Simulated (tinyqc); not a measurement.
Counting rate against photon rate.

True rate n = nph PDP (dark counts neglected); measured n/(1 + n td) for a non-paralysable detector, n exp(-n td) for a paralysable one.

Inputs (values chosen for the exercise): dead time td = 100 ns.

PDP = 0.358

Counting rate against photon rate:
```
nph (1/s),n td,non-paralysable (1/s),paralysable (1/s)
2.8e5,0.01002,9.925e4,9.924e4
6.4e5,0.02291,2.240e5,2.239e5
1.5e6,0.05370,5.096e5,5.089e5
3.4e6,0.1217,1.085e6,1.078e6
7.9e6,0.2828,2.205e6,2.131e6
1.8e7,0.6444,3.919e6,3.383e6
4.2e7,1.504,6.006e6,3.343e6
9.7e7,3.473,7.764e6,1.078e6
2.2e8,7.876,8.873e6,2.991e4
```

The non-paralysable rate climbs towards 1/td = 1.00e7 1/s and reaches 0.887 of it. The paralysable rate goes from 99200 through a maximum of 3.38e6 (at nph = 1.8e7 1/s among the rows listed) to 29900 1/s; its true maximum, 1/(e td) = 3.68e6 1/s, lies at n td = 1, so a measured rate below that has two possible causes.

Computed by the program tinyqc: `OMP_NUM_THREADS=1 python tinyqc.py 2630020 2630021 out.jsonl`, one thread of a shared Intel Xeon 2.30GHz, about 0.01 s for the whole run.
